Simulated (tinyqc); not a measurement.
Carrier statistics of a doped semiconductor with parabolic bands: one step. The neutral state. Two cases, with inputs chosen for the exercise.

Problem. Solve the neutrality condition for EF to convergence.

Energies are counted from Ev, so Ec = Eg. n = Nc F_1/2((EF - Eg)/kT), p = Nv F_1/2(-EF/kT), ND+ = ND/(1 + 2 exp((EF - Eg + ED)/kT)), NA- = NA/(1 + 4 exp((EA - EF)/kT)); neutrality asks p + ND+ = n + NA-. F_j(eta) = (1/Gamma(j + 1)) integral_0^infinity x^j dx/(1 + exp(x - eta)), which tends to exp(eta) for eta << 0.

Case 1.

Values chosen (near those of GaN; shifted at random, so the results belong to these values and not to a real crystal): ND = 9.6e+14 1/cm^3 (donors); NA = 7.4e+12 1/cm^3 (acceptors); ED = 0.0214 eV (donor level below Ec); EA = 0.185 eV (acceptor level above Ev).

Eg = 3.4177300 eV
kT = 0.01723467 eV
Nc = 1.203463e+18 1/cm^3
Nv = 2.577002e+19 1/cm^3

Case 2.

Values chosen (near those of SiC; shifted at random, so the results belong to these values and not to a real crystal): ND = 5.9e+15 1/cm^3 (donors); NA = 3.3e+15 1/cm^3 (acceptors); ED = 0.0612 eV (donor level below Ec); EA = 0.189 eV (acceptor level above Ev).

Eg = 3.2540625 eV
kT = 0.03016067 eV
Nc = 2.374490e+19 1/cm^3
Nv = 4.091451e+19 1/cm^3

Give: EF; n; p; ND+; NA-.

Solution.

Case 1.

EF = 3.2946 eV
n = 9.47e+14 1/cm^3
p = 2.47e-64 1/cm^3
ND+ = 9.55e+14 1/cm^3
NA- = 7.40e+12 1/cm^3

The material is n-type; 99.5 % of the donors are ionised. EF lies 7.15 kT inside the gap from the conduction edge, so Boltzmann statistics would serve; n p/(Nc Nv exp(-Eg/kT)) = 1.000.

Case 2.

EF = 2.9789 eV
n = 2.59e+15 1/cm^3
p = 5.22e-24 1/cm^3
ND+ = 5.89e+15 1/cm^3
NA- = 3.30e+15 1/cm^3

The material is n-type; 99.8 % of the donors are ionised. EF lies 9.12 kT inside the gap from the conduction edge, so Boltzmann statistics would serve; n p/(Nc Nv exp(-Eg/kT)) = 1.000.

Computed by tinyqc, one run a case: `OMP_NUM_THREADS=1 python tinyqc.py N N+1 out.jsonl` with N = 1652188, 1652205; one thread of a shared Intel(R) Xeon(R) Processor @ 2.30GHz, about 0.02 s a run at most.
